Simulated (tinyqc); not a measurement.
Inside a calculation. Method: Pariser-Parr-Pople SCF with singles CI, for the molecule C=CC=C(O)N=C (SMILES; centres numbered as the heavy atoms are written). One step of it, computed by the program tinyqc.

Task: Iteration 3: orbitals and new P. Diagonalise F (the basis is taken as orthonormal) and form P = 2 sum c c over the lowest orbitals; 0.5 of the old P is kept.

F (eV):
```
           1C         2C         3C         4C          5O         6N         7C
1C  -4.321245  -3.754761   0.412845   0.428770   -0.267863  -0.049158  -0.120812
2C  -3.754761  -3.539974  -5.434249  -0.037597    0.350677   0.050478   0.030930
3C   0.412845  -5.434249  -4.573153  -3.656091    0.129484   0.067952   0.152892
4C   0.428770  -0.037597  -3.656091  -4.984356   -4.544793  -3.596307  -0.157431
5O  -0.267863   0.350677   0.129484  -4.544793  -11.872312   0.224542   0.348509
6N  -0.049158   0.050478   0.067952  -3.596307    0.224542  -9.055892  -5.332612
7C  -0.120812   0.030930   0.152892  -0.157431    0.348509  -5.332612  -4.701540
```

pi electrons, sum of z_r less the charge = 8

P after iteration 2:
```
           1C         2C         3C         4C         5O         6N         7C
1C   1.277859   0.374342  -0.160351  -0.235696   0.159284   0.034287   0.105043
2C   0.374342   0.906154   0.834829   0.014603  -0.142227  -0.027525  -0.021677
3C  -0.160351   0.834829   1.164981   0.347329  -0.046094  -0.025979  -0.084047
4C  -0.235696   0.014603   0.347329   0.983104   0.486812   0.288475   0.061145
5O   0.159284  -0.142227  -0.046094   0.486812   1.731132  -0.079588  -0.141333
6N   0.034287  -0.027525  -0.025979   0.288475  -0.079588   1.490485   0.749854
7C   0.105043  -0.021677  -0.084047   0.061145  -0.141333   0.749854   0.446286
```

Give: orbital energies; P after iteration 3.

Result:

orbital energies (eV): -15.2403  -12.7450  -10.7289  -5.9551  -2.1162  0.2935  3.4435

P after iteration 3:
```
         1C       2C       3C       4C       5O       6N       7C
1C   1.2912   0.5528  -0.1727  -0.3437   0.2101   0.0228   0.1812
2C   0.5528   0.9241   0.7504   0.0372  -0.1247  -0.0425  -0.0137
3C  -0.1727   0.7504   1.1647   0.4868  -0.1341  -0.0278  -0.1568
4C  -0.3437   0.0372   0.4868   0.9080   0.4863   0.3287   0.0371
5O   0.2101  -0.1247  -0.1341   0.4863   1.7578  -0.0876  -0.1217
6N   0.0228  -0.0425  -0.0278   0.3287  -0.0876   1.4133   0.8043
7C   0.1812  -0.0137  -0.1568   0.0371  -0.1217   0.8043   0.5407
```
